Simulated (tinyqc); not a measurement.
What an interlayer buys: scattering of inversion-layer electrons by surface optical phonons of the gate insulator (remote phonon scattering). Computed by tinyqc, a small Python program. Command: `OMP_NUM_THREADS=1 python tinyqc.py 3114059 3114060 out.jsonl sophonon walk`. One thread of a shared host (Intel(R) Xeon(R) Processor @ 2.30GHz), about 0.01 s of CPU time with the checks.

One subband with the Fang-Howard envelope; insulator and channel are half-spaces, the gate is far away, and an interlayer only moves the polar surface away by t (its own modes and its permittivity contrast are left out).

Inputs (values chosen for the exercise, modelled on SiO2 on silicon):

| quantity | value | unit |
|---|---|---|
| static constant of the insulator eps_0s | 3.89 | - |
| intermediate constant eps_i | 3.06 | - |
| optical constant eps_inf | 2.46 | - |
| hbar omega_TO1 | 55.6 | meV |
| hbar omega_TO2 | 138 | meV |
| constant of the channel eps_s | 11.7 | - |
| in-plane mass m | 0.187 | m_0 |
| valleys g_v | 2 | - |
| sheet density n | 1.9e+12 | 1/cm^2 |
| mean distance of the electrons z0 = 3/b | 1.9 | nm |
| interlayer thickness t | 0 | nm |
| temperature T | 200 | K |
| mobility from other processes | 390 | cm^2/(V s) |

Screening by the channel electrons: none.

Constants: k_B = 8.617333262e-05 eV/K; hbar^2/(2 m_0) = 3.80998212 eV angstrom^2; e^2/(4 pi eps_0) = 14.39964548 eV angstrom; hbar = 6.582119569e-16 eV s; e = 1.602176634e-19 C; m_0 = 9.1093837015e-31 kg.

Method:
- eps(w) = eps_inf + (eps_0s - eps_i) w1^2/(w1^2 - w^2) + (eps_i - eps_inf) w2^2/(w2^2 - w^2). Surface modes solve eps(w) + eps_s = 0, a quadratic in w^2; the strength of a mode is g = 2/(w d eps/dw).
- Occupation N = 1/(exp(hbar w/(k_B T)) - 1).
- Density of states D = g_v m/(pi hbar^2); eta = E_F/(k_B T) = ln(exp(n/(D k_B T)) - 1); screening wave number q_s = e^2 D/(2 eps_0 eps_avg) x 1/(1 + exp(-eta)), eps_avg = (eps_s + eps_inf)/2; b = 3/z0.
- For a mode of strength g, without the occupation factor, Area x |M(q)|^2 = e^2 hbar w g/(2 eps_0 q) x (b/(b + q))^6 exp(-2 q t).
- Approximate momentum relaxation rate, taking tau v alike in the initial and final states: 1/tau = (m/(2 pi hbar^3)) sum over modes and over absorption (N, E' = E + hbar w) and emission (N + 1, E' = E - hbar w > 0) of [(1 - f(E'))/(1 - f(E))] int_0^(2 pi) Area |M(q)|^2 (1 - cos theta) d theta, q^2 = k^2 + k'^2 - 2 k k' cos theta, f the Fermi function; 48 midpoints in theta from 0 to pi.
- mu = (e/m) int tau E f (1 - f) dE/(k_B T int f dE), by 300 midpoints from 0 to (max(eta, 0) + 14) k_B T; Matthiessen sum with the other processes.

hbar omega_SO (meV): 1 57.129, 2 140.925

strengths g: 1 0.00354679, 2 0.00293100

occupations N: 1 0.0377124, 2 0.0002812

b = 1.57895 1/nm

q_s = 1.01064 1/nm

eta = 0.0248274

Against the interlayer thickness:

| t (nm) | remote-phonon mobility (cm^2/(V s)) | total (cm^2/(V s)) |
|---|---|---|
| 0.0 | 2.4395e+05 | 389.38 |
| 0.3 | 3.7920e+05 | 389.60 |
| 0.6 | 5.7618e+05 | 389.74 |
| 1.0 | 9.7178e+05 | 389.84 |
| 1.5 | 1.7724e+06 | 389.91 |
| 2.0 | 3.0742e+06 | 389.95 |
| 3.0 | 8.2576e+06 | 389.98 |

1 nm of interlayer raises the remote-phonon mobility by a factor 3.98, as exp(2 q t) with an effective q of 0.69 per nm; between 2 and 3 nm the effective q is 0.49. The total goes from 389 to 390 over the first nanometre.

Extremes, crossings and ranges named in words are read from the listed rows.
